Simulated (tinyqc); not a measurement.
# Resonant-tunnelling diode, transfer matrices and Tsu-Esaki current, step by step

Computed by the program tinyqc: `OMP_NUM_THREADS=1 python tinyqc.py 2600147 2600148 out.jsonl`, one thread of a shared Intel Xeon 2.30GHz, about 0.3 s for the whole run. Printed values are rounded.

Emitter (band edge 0), barrier d1, well Lw, barrier d2, collector (edge -V). The bias drops linearly over these layers and none in the contacts; each layer is cut into ns equal slices, flat at the value of their centres. E is the energy of motion across the layers, C = hbar^2/(2 m0), psi and psi'/m are continuous. Transport is coherent, T(E) is taken as independent of the transverse momentum, and charge in the well is ignored.

Inputs (values chosen for the exercise); masses and offsets close to those of InGaAs wells and InAlAs barriers:

| symbol | value | unit | meaning |
|---|---|---|---|
| T | 300 | K | temperature |
| mw | 0.041 | m0 | mass in the well, spacer and contacts |
| U1 | 0.51 | eV | barrier height |
| m1 | 0.077 | m0 | barrier mass |
| d1 | 2.8 | nm | emitter barrier |
| Lw | 3.5 | nm | well width |
| d2 | 2.8 | nm | collector barrier |
| ns | 3 |  | slices in each layer |
| Ef | 0.14 | eV | Fermi energy of both contacts above their band edges |
| V | 0.21 | V | bias of the collector |
| E | 0.06766 | eV | trial energy |

Constants: q = 1.602176634e-19 C, kB = 1.380649e-23 J/K, hbar = 1.054571817e-34 J s, m0 = 9.1093837015e-31 kg, Vt = kB T/q, hbar^2/(2 m0) = 0.0380998212 eV nm^2. Results are converted to the units shown.

## Slices under bias

U = edge of the layer - V x/Lt at the centre x of each slice, Lt the summed thickness.

```
slice     U (eV)  m (m0)  width (nm)
0       0.499231   0.077    0.933333
1       0.477692   0.077    0.933333
2       0.456154   0.077    0.933333
3      -0.078077   0.041     1.16667
4      -0.105000   0.041     1.16667
5      -0.131923   0.041     1.16667
6       0.353846   0.077    0.933333
7       0.332308   0.077    0.933333
8       0.310769   0.077    0.933333
```

## Running product of the slice matrices at the trial energy

For the pair (psi, psi'/m) a flat layer has M = [[cos kd, (m/k) sin kd], [-(k/m) sin kd, cos kd]] with k = sqrt(m (E - U)/C) above its edge U, and M = [[cosh Kd, (m/K) sinh Kd], [(K/m) sinh Kd, cosh Kd]] with K = sqrt(m (U - E)/C) below it. Later slices stand to the left. With M acting on (psi, psi'/m) and v = k/m in each lead, T(E) = 4 vL vR/[(vL vR M12 - M21)^2 + (vR M11 + vL M22)^2]. vL = sqrt(mw E/C)/mw, vR = sqrt(mw (E + V)/C)/mw.

Product after each layer:
```
                M11  M12 (nm)  M21 (1/nm)       M22
barrier d1  6.56711  0.537708     75.1041   6.30172
well        7.94894  0.665305    -69.3583  -5.67930
barrier d2  4.35606  0.415061     21.7615   2.30308
```

T(E) = 0.0629216

## Transmission at three energies near the peak

three energies (eV): 0.073027  0.075527  0.078027

The same product at each energy.

T(E) at these energies: 0.361484  0.711319  0.395837

## Breit-Wigner parameters from a parabola through 1/T(E)

Near a resonance 1/T(E) = (1/Tp) [1 + (2 (E - Er)/G)^2]. With y = 1/T(E) at E0 - h, E0, E0 + h: a = (y1 + y3 - 2 y2)/(2 h^2), b = (y3 - y1)/(2 h), Er = E0 - b/(2 a), 1/Tp = y2 - b^2/(4 a), G = 2 sqrt(1/(Tp a)), tau = hbar/G.

Er = 0.0756480 eV
Tp = 0.712791
G = 5.31731 meV
tau = 123.787 fs

The true maximum of T(E) lies at 0.075588 eV with height 0.7117 and full width 5.339 meV; the fitted G is 0.41 % below that width.

## Current from the resonance alone

J = J0 times the integral over E > 0 of T(E) N(E), N = ln[(1 + exp((Ef - E)/Vt))/(1 + exp((Ef - V - E)/Vt))], J0 = q^2 mw m0 kB T/(2 pi^2 hbar^3) (times 1e-4 for A/cm^2 per eV). For a sharp resonance J = J0 (pi G/2) Tp N(Er), with Er the peak energy, Tp the peak transmission and G the full width at half maximum (in eV). The three values given are estimates from a parabola through three points of 1/T(E).

J0 = 1.71530e7 A/(cm^2 eV)
N(Er) = 2.56539
J = 261.979 kA/cm^2

The full integral over T(E) gives 254.2 kA/cm^2; the value above is 3.1 % above it. With the exact position, height and width of the peak (Er = 0.075588 eV, Tp = 0.7117, G = 5.339 meV) the formula is 3.4 % above it.
